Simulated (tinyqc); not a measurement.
Metal gate on a two-layer dielectric stack with fixed charge and a dipole: one step of the calculation.

Gate, layer 2, layer 1, p-type semiconductor; x runs from the gate inwards. Charges are counted in units of +q. psi is the band bending at the surface, positive towards inversion. Classical charge, Boltzmann statistics, no interface traps.

Problem. Threshold voltage. ni = sqrt(Nc Nv) exp(-Eg/(2 Vt)), Eg in volts, pB = Vt ln(Na/ni), Vth = Vfb + 2 pB + sqrt(4 q eps0 eps_r Na pB)/Cox.

Parameters, values chosen for the exercise; band and dielectric values close to those of In0.53Ga0.47As, layer 1 close to silicon dioxide, layer 2 close to hafnium oxide: temperature T = 300 K; band gap Eg = 0.735 eV; relative permittivity eps_r = 14; conduction-band density of states at T Nc = 2.08e17 cm^-3; valence-band density of states at T Nv = 7.68e18 cm^-3; acceptor density Na = 2.6e16 cm^-3.

Constants: q = 1.602176634e-19 C, kB = 1.380649e-23 J/K, Vt = kB T/q, eps0 = 8.8541878128e-14 F/cm where lengths are in cm. Results are converted to the units shown.

Vfb = -0.31884389 V
Cox = 1.6019834 uF/cm^2

Find: ni; pB; depletion charge; Vth.

Solution.

ni = 8.472e11 cm^-3
pB = 0.2671 V
depletion charge = 0.07428 uC/cm^2
Vth = 0.2617 V

tinyqc, about 0.01 s, one thread, Intel Xeon 2.30GHz (shared host): `OMP_NUM_THREADS=1 python tinyqc.py 2010066 2010067 out.jsonl`
